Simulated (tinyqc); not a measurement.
The scattering mechanism: Boltzmann transport in a parabolic band with a power-law relaxation time.

F_j(eta) = (1/Gamma(j + 1)) integral_0^infinity x^j dx/(1 + exp(x - eta)), which tends to exp(eta) for eta << 0.

tau = tau0 x^r with x = E/kT. With K_j = Gamma(j + 1) F_j(eta): <tau> = tau0 (r + 3/2) K_(r+1/2)/((3/2) K_(1/2)); mu = <tau>/(mc m0/e), m0/e = 5.685630e-12 kg/C; Hall factor rH = (3/2) K_(1/2) (2r + 3/2) K_(2r+1/2)/((r + 3/2) K_(r+1/2))^2; Seebeck S = -(kB/e) [(r + 5/2) K_(r+3/2)/((r + 3/2) K_(r+1/2)) - eta]; Lorenz number L = (kB/e)^2 [(r + 7/2) K_(r+5/2)/((r + 3/2) K_(r+1/2)) - ((r + 5/2) K_(r+3/2)/((r + 3/2) K_(r+1/2)))^2]; kB/e in V/K. Valley anisotropy is left out of rH.

Constants: kB = 8.617333262e-05 eV/K.
eta = -2.60290

Same eta for each exponent.

Results:
```
r                                     mechanism  <tau>/tau0     rH  S (microvolt/K)  L (1e-8 W ohm/K^2)
-0.5                           acoustic phonons       0.744  1.173           -399.7               1.498
0.0                  a constant relaxation time       1.000  1.000           -442.5               1.862
0.5   polar optical or piezoelectric scattering       1.516  1.102           -485.2               2.228
1.5                          ionised impurities       4.588  1.913           -570.6               2.964
```

What does the comparison show?

From r = -1/2 to 3/2 |S| grows by 170.8 microvolt/K, against 2 kB/e = 172.3 in the non-degenerate limit: scattering that favours fast electrons raises the mean energy carried. rH is 1 only for constant tau and reaches 1.913 for r = 3/2; L spans 1.498 to 2.964 against the metallic 2.443.

Program tinyqc; command `OMP_NUM_THREADS=1 python tinyqc.py 1680917 1680918 out.jsonl`; about 0.01 s on one thread of a shared Intel(R) Xeon(R) Processor @ 2.30GHz.
